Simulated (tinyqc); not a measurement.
# Changing the film thickness t

Model: Debye-Callaway model of lattice thermal conductivity. Computed by tinyqc, a small Python program. Command: `OMP_NUM_THREADS=1 python tinyqc.py 3022389 3022390 out.jsonl callaway sweep`. One thread of a shared host (Intel(R) Xeon(R) Processor @ 2.30GHz), about 0.04 s of CPU time with the checks.

Three acoustic branches with one velocity v, cut at omega_D = k_B Theta/hbar; x = hbar omega/(k_B T). v and Theta are separate inputs: Theta cuts off the heat-carrying modes, so C need not reach 3 k_B/V. gamma is an effective value that sets the umklapp rate. Heat flows along the film.

Inputs (values chosen for the exercise, modelled on boron arsenide): sound velocity v = 5570 m/s; Debye temperature Theta = 655 K; volume per atom V = 13.6 angstrom^3; mean atomic mass M = 42.9 u; effective Grueneisen parameter gamma = 0.974; umklapp exponent divisor b = 2; mass variance Gamma = 2.9e-05; specularity p = 0.8; normal-process factor f_N = 4.8; temperature T = 600 K.

Sample: film. Point defects: isotopes. Normal processes: included.

Constants: k_B = 1.380649e-23 J/K; hbar = 1.054571817e-34 J s; u = 1.6605390666e-27 kg.

Method:
- Gamma is given directly by the isotope mixture. A = V Gamma/(4 pi v^3).
- Rates: point defects A omega^4; umklapp B omega^2 T exp(-Theta/(b T)) with B = hbar gamma^2/(M v^2 Theta); normal processes f_N B omega^2 T (T/Theta)^2. Film: the bulk time tau of each mode, from the resistive rates above, is multiplied by the Fuchs-Sondheimer factor F = (3/2) int_0^1 (1 - u^2) [1 - (1 - p) (u/d) (1 - E)/(1 - p E)] du, with E = exp(-d/u), d = t/(v tau), by 48 Gauss-Legendre points in z with u = z^4; the boundary rate is defined as 1/(F tau) - 1/tau.
- kappa_1 = c int tau_C g dx, g = x^4 e^x/(e^x - 1)^2, c = (k_B/(2 pi^2 v)) (k_B T/hbar)^3, over 0 < x < min(Theta/T, 40), by 96 Gauss-Legendre points in s with x = x_max s^2; 1/tau_C = 1/tau_R + 1/tau_N; kappa_2 = c [int (tau_C/tau_N) g dx]^2 / int (tau_C/(tau_N tau_R)) g dx; kappa = kappa_1 + kappa_2.
- Heat capacity C = 3 c int g dx / v^2; grey free path 3 kappa/(C v); the median free path v tau_C halves kappa_1 when the quadrature points are ordered by free path (each counted at half its weight, interpolated in the logarithm); likewise at 10 % and 90 %.

One run for each value:
```
film thickness t (micrometre)  kappa (W/(m K))  grey free path (nm)  median free path (nm)
0.015                                   195.32               43.716                 11.932
0.038                                   223.87               50.106                 13.341
0.095                                   239.22               53.541                 14.403
0.24                                    246.72               55.220                 15.172
0.6                                     250.15               55.987                 15.702
1.5                                     251.77               56.349                 16.055
3.8                                     252.57               56.529                 16.287
9.5                                     252.98               56.620                 16.434
24                                      253.20               56.670                 16.529
60                                      253.32               56.697                 16.589
```

Over the rows, kappa (W/(m K)) rises from 195 to 253 (exponent d ln y / d ln x 0.15 between the first rows and 5.3e-4 between the last); grey free path (nm) rises from 43.7 to 56.7 (exponent d ln y / d ln x 0.15 between the first rows and 5.3e-4 between the last); median free path (nm) rises from 11.9 to 16.6 (exponent d ln y / d ln x 0.12 between the first rows and 0.0039 between the last). At the high end the exponent of kappa is 0.00, close to 0: the sample is bulk-like.
